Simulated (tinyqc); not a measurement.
Thermal and gravitational stress in a wafer during furnace and rapid thermal processing, and the onset of slip: one step, computed by the program tinyqc. Command: `OMP_NUM_THREADS=1 python tinyqc.py 3016023 3016024 out.jsonl slip walk`. One thread of a shared host (Intel(R) Xeon(R) Processor @ 2.30GHz), about 0.01 s of CPU time with the checks.

A thin free disc in plane stress, isotropic; T(r) = T_centre + dT (r/R)^n. Stress is positive in tension; sigma_SB = 5.670374419e-8 W/(m^2 K^4), g = 9.80665 m/s^2.

Problem. Thermal stress. With x = r/R: s_rr = alpha E dT (1 - x^n)/(n + 2), s_tt = alpha E dT [1 - (n + 1) x^n]/(n + 2).

Inputs (values chosen for the exercise, modelled on silicon):
```
quantity                         value    unit
Young's modulus E                  141     GPa
expansion alpha                   4.24  1e-6/K
edge less centre temperature dT    7.7       K
exponent n of the profile           16       -
```

Temperature profile: edge zone, power law.

Give: Temperature and stresses at r/R = 0, 0.3, 0.5, 0.7, 0.8, 0.9, 0.95, 1; hoop stress at the edge; r/R where s_tt = 0.

Solution.

Temperature and stresses at r/R = 0, 0.3, 0.5, 0.7, 0.8, 0.9, 0.95, 1:
```
r/R   T - T_centre (K)  s_rr (MPa)  s_tt (MPa)
0.00             0.000      0.2557       0.256
0.30             0.000      0.2557       0.256
0.50             0.000      0.2557       0.256
0.70             0.026      0.2549       0.241
0.80             0.217      0.2485       0.133
0.90             1.427      0.2084      -0.550
0.95             3.389      0.1432      -1.658
1.00             7.700      0.0000      -4.092
```

hoop stress at the edge = -4.092 MPa

r/R where s_tt = 0 = 0.8377

The hot edge is squeezed; the edge stress is n times that at the centre in size.
